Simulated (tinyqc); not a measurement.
What each parameter does: Wannier functions of a composite (isolated) pair of valence bands (bonds of an sp chain).

Each atom has a hybrid pointing left (<) and right (>). H(k): diagonal +V3 on A, -V3 on B; <A<|A>> = -V1a, <B<|B>> = -V1b, <A>|B<> = -V2, <B>|A<> = -V2p exp(ik); k in 1/a, Bloch sums with exp(ikR). The two lowest bands are filled. Trial functions in cell 0: g1 = cos(c) A> + sin(c) B<, and g2 = sin(c) B> + cos(c) A< of cell 1, whose Bloch vector has cos(c) exp(-ik) on A<. Projection A_mn = <psi_m|g_n>, S = A^+ A, Loewdin U = A S^(-1/2), Bloch-like states w_n = sum_m psi_m U_mn, H_W(k) = U^+ diag(E) U. P = sum_m |psi_m><psi_m| is free of phase choices, and S = g^+ P g, w = P g S^(-1/2).

Values chosen for the exercise: V2 = 2.65 eV (coupling in the bond A-B inside the cell); V2p = 4.11 eV (coupling in the bond to the next cell); V1a = 1.3 eV (coupling of the two hybrids on A); V1b = 1.44 eV (the same on B); V3 = 0 eV (A at +V3, B at -V3); c = 65 degrees (trial bonds cos(c) on A, sin(c) on B); xb = 0.41 a (position of B (A at 0)).

N = 12: centres, total spread (point-like hybrids at R and R + xb) and H_12(0).

One parameter was then changed.

Results before and after:
```
case     centre 1 (a)  centre 2 (a)  total spread (a^2)  H_12(0) (eV)
base           0.2060        0.7040              0.1419       -0.6958
changed        0.2076        0.7024              0.1444       -0.7924
```

Which of these changes was made? (a) V2p = 4.51 eV; (b) V3 = 0.4 eV; (c) xb = 0.46 a; (d) V1a = 1.5 eV; (e) V2 = 3.05 eV; (f) V1b = 1.64 eV.

Answer: (f) V1b = 1.64 eV. Of the candidates, run in turn, only this one gives the changed row.

All candidates:
```
case           centre 1 (a)  centre 2 (a)  total spread (a^2)  H_12(0) (eV)
base                 0.2060        0.7040              0.1419       -0.6958
V2 = 3.05 eV         0.2059        0.7041              0.1401       -0.6990
V2p = 4.51 eV        0.2059        0.7041              0.1404       -0.6979
V1a = 1.5 eV         0.2045        0.7055              0.1444       -0.6876
V1b = 1.64 eV        0.2076        0.7024              0.1444       -0.7924
V3 = 0.4 eV          0.2357        0.6787              0.1399       -0.7793
xb = 0.46 a          0.2310        0.7290              0.1387       -0.6958
```

Program tinyqc; command `OMP_NUM_THREADS=1 python tinyqc.py 1452261 1452262 out.jsonl`; about 0.3 s on one thread of a shared Intel(R) Xeon(R) Processor @ 2.30GHz.
